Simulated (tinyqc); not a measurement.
Worked calculation: charge control and current of a heterostructure field-effect transistor. Computed by tinyqc, a small Python program that keeps every step. Command: `OMP_NUM_THREADS=1 python tinyqc.py 3014313 3014314 out.jsonl hemt walk`. One thread of a shared host (Intel(R) Xeon(R) Processor @ 2.30GHz), about 0.01 s of CPU time with the checks. Intermediate numbers are printed to about 7 digits and carried at full precision; extremes and crossings named in words are read from the listed rows.

Two subbands in a triangular well; E_F is counted from the conduction band edge of the channel at the interface.

Inputs (values chosen for the exercise, modelled on AlGaN/GaN):
```
quantity,value,unit
channel mass m,0.2,m_0
permittivity eps (barrier and channel),9.33,-
barrier thickness d,33,nm
Schottky barrier phi_B,1.3,eV
conduction band offset dE_c,0.46,eV
polarisation charge sigma/e,1.8e+13,1/cm^2
gate voltage V_G,0,V
mobility mu,1400,cm^2/(V s)
saturation velocity v_s,1.3,1e7 cm/s
gate length L,240,nm
source resistance R_S,1,ohm mm
temperature T,300,K
mixing,0.3,-
iteration cap,200,-
```

Charge source: polarisation. Velocity law: two-piece.

Constants: e = 1.602176634e-19 C; eps_0 = 8.8541878128e-12 F/m; k_B = 8.617333262e-05 eV/K; hbar = 1.054571817e-34 J s; m_0 = 9.1093837015e-31 kg; k_B = 1.380649e-23 J/K.

## Threshold and barrier capacitance

Threshold V_T = phi_B - dE_c - sigma d/(eps eps_0) (in volts); C_b = eps eps_0/d.

threshold voltage V_T = -10.68037 V

barrier capacitance C_b = 0.2503320 microfarad/cm^2

The device is normally on.

## First iteration

Charge control: n_s = C_b (V_G - V_T - E_F/e)/e. Well: mean field F = e n_s/(2 eps eps_0), E_i = (hbar^2/2m)^(1/3) [(3 pi e F/2)(i + 3/4)]^(2/3), i = 0, 1; n_s = D k_B T sum_i ln(1 + exp((E_F - E_i)/k_B T)), D = m/(pi hbar^2), which is solved in closed form for E_F. Iteration from n_s = C_b (V_G - V_T)/(2e): E_F from n_s, n_out from the charge control, n_new = n_s + mixing (n_out - n_s), kept above n_s/10; stop when |n_out/n_s - 1| < 1e-9.

starting n_s = 8.343771e+12 1/cm^2

E_0 = 249.7512 meV

E_1 = 439.3649 meV

E_F = 348.3038 meV

n_out = 1.614334e+13 1/cm^2

Caution: a density of n_out would put E_F above the conduction band minimum of the barrier, where parallel conduction sets in.

## Sheet density

The formulas are those given above.

Course of the iteration:
```
iteration,n_s (1/cm^2),E_F (meV),|n_out/n_s - 1|
1,8.343771e+12,348.3038,9.347768e-01
2,1.068364e+13,421.5725,5.003179e-01
3,1.228721e+13,469.6976,2.983964e-01
4,1.338714e+13,501.9399,1.879523e-01
5,1.414199e+13,523.7519,1.221342e-01
6,1.466015e+13,538.5889,8.089086e-02
7,1.501591e+13,548.7150,5.422841e-02
...,...,...,...
49,1.579578e+13,570.7485,7.235641e-09
50,1.579578e+13,570.7485,4.969599e-09
51,1.579578e+13,570.7485,3.413231e-09
52,1.579578e+13,570.7485,2.344282e-09
53,1.579578e+13,570.7485,1.610105e-09
54,1.579578e+13,570.7485,1.105856e-09
55,1.579578e+13,570.7485,7.595264e-10
```

sheet density n_s = 1.579578e+13 1/cm^2

Converged in 55 iterations.

## Levels and gate capacitance

C_g = e dn_s/dV_G = 1/(1/C_b + 1/C_q), 1/C_q = d(E_F/e)/d(e n_s) by a central difference of +/- 0.1 % in n_s; added distance dd = eps eps_0/C_q.

E_0 = 382.2023 meV

E_1 = 672.3743 meV

E_F = 570.7485 meV

share in the second subband = 0.2657142 %

gate capacitance C_g = 0.2397986 microfarad/cm^2

added distance dd = 1.449562 nm

C_g is 96 % of C_b: the finite density of states and the rise of E_0 act as 1.4 nm of extra barrier. Caution: E_F lies above the conduction band minimum of the barrier, so electrons would spill into the barrier.

## Saturation current

With V = e n_s/C_g and V_c = v_s L/mu: for v = mu F up to v_s, I/W = C_g v_s V_c (sqrt(1 + (V/V_c)^2) - 1) and V_Dsat = V + V_c - sqrt(V^2 + V_c^2); g_m = dI/dV; extrinsic g_m/(1 + g_m R_S); f_T = g_m/(2 pi C_g L).

V = 10.55370 V

V_c = 0.2228571 V

V_Dsat = 0.2205044 V

saturation current I/W = 3221.251 mA/mm

intrinsic g_m = 311.6687 mS/mm

extrinsic g_m = 237.6124 mS/mm

intrinsic f_T = 86.18971 GHz

V/V_c = 47.36: velocity saturation rules; I is 98 % of e n_s v_s = 3290 mA/mm.

## Gate length

The formulas are those given above.

Scaling; the last columns are v_s/(2 pi L) and mu V/(2 pi L^2):
```
L (nm),I/W (mA/mm),g_m (mS/mm),extrinsic g_m (mS/mm),f_T (GHz),velocity limit (GHz),mobility limit (GHz)
30,3281.318,311.7371,237.6521,689.6690,689.6714,2.612825e+05
60,3272.669,311.7339,237.6502,344.8309,344.8357,6.532063e+04
120,3255.438,311.7208,237.6427,172.4082,172.4179,1.633016e+04
250,3218.419,311.6628,237.6089,82.7406,82.7606,3.762468e+03
500,3148.438,311.4370,237.4777,41.3403,41.3803,9.406171e+02
1000,3013.230,310.5385,236.9549,20.6105,20.6901,2.351543e+02
2000,2761.599,307.0209,234.9013,10.1885,10.3451,5.878857e+01
5000,2146.929,285.3463,221.9996,3.7877,4.1380,9.406171e+00
```

f_T scales as L^-1.00 at the short end and L^-1.08 at the long end; the two limits cross at L = mu V/v_s = 11400 nm. g_m tends to C_g v_s = 312 mS/mm, and R_S cuts it by 24 % at the shortest gate. Fringe capacitances and short-channel effects, left out, lower f_T once L is below about ten barrier thicknesses.

Checks made by the program: iterated density against a bracketing root search (relative difference 8e-10).
